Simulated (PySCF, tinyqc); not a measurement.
Coupled-perturbed Hartree-Fock on RHF in the sto-6g basis, for H3-, spin multiplicity 1, step by step. The basis has no diffuse functions, so it cannot describe the extra electron: this is an exercise in the method, not the real anion. The lowest restricted solution is unstable here: a spin-polarised one lies 0.0265 hartree lower (PySCF). One step of it, computed by the program tinyqc.

Task: Integrals over molecular orbitals. (pq|rs) = sum C_ip C_jq C_kr C_ls (ij|kl), one index at a time.

coefficients C, order 1H 1s, 2H 1s, 3H 1s:
```
[[0.573238, 0.009834, 0.978963],
 [0.437497, -0.723022, -0.692531],
 [0.317079, 0.861069, -0.544638]]
```

core Hamiltonian H = T + V (hartree), order 1H 1s, 2H 1s, 3H 1s:
```
[[-1.312895, -0.673952, -0.576595],
 [-0.673952, -1.234238, -0.367454],
 [-0.576595, -0.367454, -1.197414]]
```

Two-electron integrals (ij|kl) in chemists' order, unique and non-zero (hartree):
```
(11|11) 0.774999   (21|11) 0.231819   (21|21) 0.094858   (22|11) 0.421494
(22|21) 0.231819   (22|22) 0.774999   (31|11) 0.192061   (31|21) 0.064880
(31|22) 0.131066   (31|31) 0.067916   (32|11) 0.096662   (32|21) 0.042259
(32|22) 0.109497   (32|31) 0.036568   (32|32) 0.024821   (33|11) 0.390852
(33|21) 0.145840   (33|22) 0.320476   (33|31) 0.192061   (33|32) 0.109497
(33|33) 0.774999
```

Give: one-electron integrals over orbitals h = C^T H C; Two-electron integrals over orbitals.

Result:

one-electron integrals over orbitals h = C^T H C (hartree):
```
[[-1.4376, -0.0081, -0.0079],
 [-0.0081, -1.0758, 0.0040],
 [-0.0079, 0.0040, -0.9539]]
```

Two-electron integrals over orbitals (pq|rs), unique and non-zero (hartree):
```
(11|11) 0.5378    (21|11) -0.0257   (21|21) 0.1239    (22|11) 0.4644
(22|21) 0.0338    (22|22) 0.5807    (31|11) 0.0564    (31|21) 0.0174
(31|22) -0.0832   (31|31) 0.1570    (32|11) 0.0252    (32|21) -0.1179
(32|22) -0.0370   (32|31) -0.0141   (32|32) 0.1231    (33|11) 0.5372
(33|21) -0.0215   (33|22) 0.4612    (33|31) 0.0784    (33|32) 0.0228
(33|33) 0.5658
```
